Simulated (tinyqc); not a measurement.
# Tunnelling through a gate dielectric, WKB transmission and Tsu-Esaki current: effect of the thickness t1 at fixed voltage

Electrons leave the emitter at x = 0. Energies E (motion across the layers) are in eV from the emitter Fermi level; the collector Fermi level lies at -V and offers states at every E. No charge in the dielectric and no image force: F1 = V/t1, U = phi1 - F1 x. With C = hbar^2/(2 m0), kappa = sqrt(m (U - E)/C) where U > E and 0 elsewhere; T(E) = exp(-S), S = 2 times the integral of kappa over x.

Each layer adds (2/F) sqrt(m/C) [G(u at its left edge) - G(u at its right edge)] to S, with u = U - E (0 where negative) and G(u) = (2/3) u^1.5. J = J0 times the integral of T(E) N(E) dE, N = ln[(1 + exp(-E/Vt))/(1 + exp((-E - V)/Vt))], J0 = q^2 me m0 kB T/(2 pi^2 hbar^3) (times 1e-4 for A/cm^2 per eV), from E = -Ef to far above the barrier (T = 1 there), by quadrature converged to the digits shown.

Parameters, values chosen for the exercise; dielectric values close to those of aluminium oxide:
- T = 350 K (temperature)
- Ef = 5 eV (Fermi energy of the emitter above its band bottom)
- me = 0.94 m0 (emitter mass in the supply function)
- phi1 = 2.71 eV (barrier of layer 1 above the emitter Fermi level at zero bias)
- m1 = 0.41 m0 (tunnelling mass of layer 1)
- V = 1.6 V (voltage across the dielectric)

Constants: q = 1.602176634e-19 C, kB = 1.380649e-23 J/K, hbar = 1.054571817e-34 J s, m0 = 9.1093837015e-31 kg, Vt = kB T/q, hbar^2/(2 m0) = 0.0380998212 eV nm^2. Results are converted to the units shown.

Effect of the thickness t1 at fixed voltage:

| t1 (nm) | S at E = 0 | T(E = 0) | J (A/cm^2) | mean E of the current (eV) |
|---|---|---|---|---|
| 1.9 | 17.10 | 3.755e-8 | 32.82 | -0.4971 |
| 2.36 | 21.24 | 5.983e-10 | 0.3339 | -0.3840 |
| 2.81 | 25.29 | 1.043e-11 | 0.004097 | -0.3095 |
| 3.27 | 29.43 | 1.662e-13 | 4.857e-5 | -0.2547 |
| 3.73 | 33.57 | 2.648e-15 | 6.043e-7 | -0.2133 |
| 4.19 | 37.70 | 4.219e-17 | 7.808e-9 | -0.1805 |
| 4.64 | 41.75 | 7.354e-19 | 1.143e-10 | -0.1541 |
| 5.1 | 45.89 | 1.172e-20 | 1.562e-12 | -0.1312 |

What does the comparison show?

J falls from 32.8 to 1.56e-12 A/cm^2: 4.33 decades a nanometre between the first two rows and 4.05 between the last two. The exponent S alone gives dS/dt/ln 10 = 3.91 and 3.91.

Program tinyqc, `OMP_NUM_THREADS=1 python tinyqc.py 2540132 2540133 out.jsonl`; Intel Xeon 2.30GHz, shared host, one thread, about 0.03 s.
